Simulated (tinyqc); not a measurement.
# Cahn-Hilliard equation on a periodic one-dimensional grid, step by step

A worked calculation. Computed by tinyqc, a small Python program that keeps every step. Command: `OMP_NUM_THREADS=1 python tinyqc.py 3000565 3000566 out.jsonl cahn walk`. One thread of a shared host (Intel(R) Xeon(R) Processor @ 2.30GHz), about 0.2 s of CPU time with the checks. Intermediate numbers are printed to about 7 digits and carried at full precision; extremes and crossings named in words are read from the listed rows.

Free energy F = h sum_j [A (c_j^2 - 1)^2/4 + (kappa/2) ((c_(j+1) - c_j)/h)^2]; dc/dt = Lap(mu), mu = A (c^3 - c) - kappa Lap(c), Lap(y)_j = (y_(j+1) - 2 y_j + y_(j-1))/h^2, mobility 1; the grid has n = 16 points.

Inputs (values chosen for the exercise, in reduced units):
```
quantity                     value  unit
spacing h                     0.83     -
well depth A                   1.4     -
gradient coefficient kappa    0.91     -
mean composition c0         -0.039     -
noise amplitude               0.05     -
time step dt                 0.031     -
end time                       100     -
```

Scheme: explicit Euler.

## Linear stability

f'' = A (3 c0^2 - 1). Mode m has lambda_m = (4/h^2) sin^2(pi m/n) and the rate w_m = -lambda_m (f'' + kappa lambda_m). In the continuum the fastest wavelength is 2 pi sqrt(2 kappa/|f''|) with the rate f''^2/(4 kappa). Explicit steps near c = +-1, where f'' = 2A, are stable for dt < 2/(16 kappa/h^4 + 8 A/h^2).

f'' = -1.393612

Modes of the grid:
```
m  lambda_m        w_m
1  0.220991    0.26353
2  0.850321    0.52705
3  1.792180   -0.42524
4  2.903179   -3.62398
5  4.014177   -9.06919
6  4.956037  -15.44490
7  5.585367  -20.60482
8  5.806358  -22.58774
```

fastest wavelength = 7.180334

largest rate = 0.5335587

explicit limit of dt = 0.04260999

2 mode(s) grow; the fastest on the grid is m = 2, while the box holds 1.85 fastest wavelengths. dt is 0.73 of the explicit limit.

## The first step

random numbers: -0.127  0.916  -0.882  0.204  -0.865  0.921  -0.405  0.390  0.950  -0.223  0.705  -0.022  0.071  0.960  -0.318  0.848

Start: c_j = c0 + amplitude x (z_j - mean of z). c(new) = c + dt Lap(mu).

c at the start: -0.05510938  -0.00295938  -0.09285937  -0.03855937  -0.09200938  -0.00270937  -0.06900937  -0.02925938  -0.00125938  -0.05990938  -0.01350938  -0.04985937  -0.04520938  -0.00075937  -0.06465938  -0.00635937

mu at the start: -0.0563647  0.1917835  -0.0615984  0.1962348  -0.0608425  0.2093324  -0.0439333  0.0564492  0.1162231  -0.0551933  0.1282180  0.0154708  0.0105901  0.1441877  -0.0712750  0.1503101

c after one step: -0.03464267  -0.02552787  -0.06985507  -0.06172997  -0.06828341  -0.02626382  -0.05309546  -0.03108673  -0.01166278  -0.04394238  -0.02683629  -0.04500546  -0.03897795  -0.01646683  -0.04499254  -0.02563076

F at the start = 4.652428

F after one step = 4.636121

## The run

Run to the end time; break off if |c| exceeds 3 or F has risen by more than 1e-9 in more than 30 steps. Domains = stretches with c > c0.

Course:
```
step        t         F       min c       max c  domains
0       0.000  4.652428  -0.0928594  -0.0007594        7
65      2.015  4.630251  -0.0910567  -0.0055954        2
161     4.991  4.581037  -0.2250126   0.1147856        2
323    10.013  4.006130  -0.7626607   0.6801744        2
484    15.004  3.992600  -0.8138405   0.7238795        2
645    19.995  3.986262  -0.8243523   0.7202435        2
968    30.008  3.954698  -0.8521267   0.7102741        2
1290   39.990  3.787515  -0.8863010   0.7044264        2
1774   54.994  2.088586  -0.9833004   0.9811363        1
2258   69.998  2.088419  -0.9872625   0.9846651        1
2742   85.002  2.088404  -0.9872763   0.9846448        1
3226  100.006  2.088385  -0.9872923   0.9846163        1
```

c at the end: -0.7285051  -0.9231705  -0.9770099  -0.9872923  -0.9744159  -0.9123972  -0.6911649  -0.0899206  0.6033873  0.8874562  0.9689465  0.9846163  0.9651380  0.8720381  0.5537509  -0.1754568

F at the end = 2.088385

steps in which F rose = 0

F never rises by more than 1e-9 in a step. The count of domains goes from 7 in the noise to 1 at the end, and c spans -0.987 to 0.985.

## Interfaces

Continuum wall between c = -1 and +1: c = tanh(x/w), w = sqrt(2 kappa/A), energy s = (2/3) sqrt(2 kappa A). With two walls per domain, the estimate of F at the end is 2 x domains x s. Volume fraction of the +1 phase by the lever rule: (1 + c0)/2.

wall half width w = 1.140175

wall energy s = 1.064164

estimate of F = 2.128327

volume fraction = 0.4805

w/h = 1.373705

The run ends at F = 2.0884, 0.98 of the estimate: the walls are well formed.

Checks made by the program: conservation of the mean (relative difference below 1e-10).
